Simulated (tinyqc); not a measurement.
# Implanted layer, carriers, mobility and sheet resistance: effect of the temperature

A p-type layer from the surface x = 0 to the junction xj, N(x) = N0 exp(-(x - Rp)^2/(2 sg^2)). Local neutrality (no depletion at surface or junction, no spilling of carriers), intrinsic carriers neglected, full ionisation of active dopants.

xj = Rp + sg sqrt(2 ln(N0/Nb)). Active dopant A = min(N, Ns); p = A - Nb; mobility mu = m1 + (m2 (T/300 K)^(-bt) - m1)/(1 + ((A + Nb)/Nr)^am). Dose = integral of N, carrier sheet density = integral of p, 1/Rs = q integral of p mu, mean mobility 1/(q Rs sheet density), Hall mobility (unit Hall factor) = integral of p mu^2 over integral of p mu, Hall sheet density = (integral of p mu)^2/integral of p mu^2; all from 0 to xj. Integrals on 4000 steps.

Values chosen for this exercise; values close to those of boron in silicon over an n-type background:
```
symbol,value,unit,meaning
Nb,5.1e16,cm^-3,background doping of the opposite type
N0,1.6e18,cm^-3,peak chemical concentration
m1,43.4,cm^2/(V s),mobility limit at high doping
m2,456,cm^2/(V s),"mobility limit at low doping, at 300 K"
Nr,2.27e17,cm^-3,reference doping of the mobility law
am,0.745,,exponent of the mobility law
bt,2.5,,temperature exponent of m2
Ns,1.96e20,cm^-3,solubility limit of active dopant
sg,51,nm,straggle after annealing
Rp,30,nm,projected range
```

Constants: q = 1.602176634e-19 C. Results are converted to the units shown.

The same in every row: xj (nm) = 163.9; dose (cm^-2) = 1.468e13; carriers (cm^-2) = 1.384e13.

Effect of the temperature:
```
T (K),Rs (ohm/square),mean mobility (cm^2/(V s)),Rs xj (ohm nm),Hall/true sheet density
150,736.4,612.4,1.207e5,0.9329
200,1429,315.6,2.342e5,0.9416
250,2312,195.1,3.789e5,0.9520
300,3317,136.0,5.436e5,0.9628
350,4368,103.3,7.158e5,0.9728
400,5401,83.50,8.851e5,0.9811
450,6371,70.79,1.044e6,0.9877
500,7251,62.19,1.188e6,0.9924
550,8033,56.14,1.316e6,0.9957
```

As T goes from 150 to 550, xj stays at 164 nm, Rs rises from 736 to 8030 ohm/square, the mean mobility falls from 612 to 56.1 cm^2/(V s) and the share of the dose that conducts stays at 94.3 %.

Numbers from tinyqc (`OMP_NUM_THREADS=1 python tinyqc.py 2110122 2110123 out.jsonl`; about 0.01 s on one thread of a shared Intel Xeon 2.30GHz).
